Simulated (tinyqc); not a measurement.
# A six-terminal Hall bar with edge channels and a constriction, Landauer-Buettiker equations: effect of the constriction

Contacts 1 (source) and 4 (drain) end the bar; 2 and 3 lie on the upper edge, 6 and 5 on the lower edge, with a constriction between 2 and 3 (and between 6 and 5). Carriers run 1 to 2 to 3 to 4 to 5 to 6 to 1 in M channels. The constriction passes Tc from 2 to 3 and from 5 to 6, and turns M - Tc from 2 to 6 and from 5 to 3. Signs are those of positive carriers; V4 = 0.

I_i = (q^2/h) [M V_i - sum_j T_ij V_j], with I_1 = I, V_4 = 0 and no current at 2, 3, 5, 6. R(a,b) = (V_a - V_b)/I.

Values chosen for this exercise:
```
symbol,value,unit,meaning
M,5,,"edge channels, spin counted singly"
I,5,nA,current from contact 1 to contact 4
```

Constants: q = 1.602176634e-19 C, h = 6.62607015e-34 J s. Results are converted to the units shown.

The same in every row: R(2,6) (kohm) = 5.163.

Result of one run:
```
R(1,4) (kohm)	R(2,3) (kohm)	R(2,5) (kohm)	R(3,6) (kohm)
10.33	5.163	10.33	0
```

Which summed transmission of the constriction Tc gave this result: 0.625, 1.875, 2.5 or 5?

Tc = 2.5.

The whole series:
```
Tc	R(1,4) (kohm)	R(2,3) (kohm)	R(2,5) (kohm)	R(3,6) (kohm)
0.625	41.30	36.14	41.30	-30.98
1.25	20.65	15.49	20.65	-10.33
1.875	13.77	8.604	13.77	-3.442
2.5	10.33	5.163	10.33	0
3.125	8.260	3.098	8.260	2.065
3.75	6.883	1.721	6.883	3.442
4.375	5.900	0.7375	5.900	4.425
5	5.163	0	5.163	5.163
```

The Hall resistance R(2,6) stays at 5.1626 kohm = (h/q^2)/5, whatever the constriction does. The longitudinal R(2,3) falls from 36.1 to 0 kohm and vanishes without back-scattering, while the two-terminal R(1,4) falls only to 5.1626 kohm. R(3,6) changes sign at Tc = M/2 = 2.5.

Computed by the program tinyqc: `OMP_NUM_THREADS=1 python tinyqc.py 2700009 2700010 out.jsonl`, one thread of a shared Intel Xeon 2.30GHz, about 0.01 s for the whole run.
